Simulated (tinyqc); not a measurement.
Deep-level transient spectroscopy (DLTS) of one majority-carrier trap: one step, computed by the program tinyqc. Command: `OMP_NUM_THREADS=1 python tinyqc.py 3006332 3006333 out.jsonl dlts walk`. One thread of a shared host (Intel(R) Xeon(R) Processor @ 2.30GHz), about 0.08 s of CPU time with the checks.

A filling pulse loads the traps in a one-sided junction; under reverse bias they empty at the rate e, and the capacitance relaxes as C(t) = C_0 - dC exp(-e t). The signal is S = [C(t_2) - C(t_1)]/dC.

Task: Emission rate at T. e = g sigma v N_b exp(-E/k_B T), v = sqrt(3 k_B T/m), N_b = 2 M (2 pi m k_B T/h^2)^(3/2), sigma = sigma_0, E = E_t.

Inputs (values chosen for the exercise, for a model semiconductor): density-of-states mass m = 0.231 m_0; valleys M = 1; trap depth E_t = 0.29 eV; cross-section sigma_0 = 7.6e-16 cm^2; degeneracy ratio g = 0.5; temperature T = 145 K.

Carriers: electrons. Extra term: none.

Constants: k_B = 8.617333262e-05 eV/K; k_B = 1.380649e-23 J/K; m_0 = 9.1093837015e-31 kg; h = 6.62607015e-34 J s.

Give: thermal velocity v; N_b; sigma; E; emission rate e.

Result:

thermal velocity v = 1.6894e+07 cm/s

N_b = 9.3618e+17 cm^-3

sigma = 7.60e-16 cm^2

E = 0.29 eV

emission rate e = 0.50041 1/s
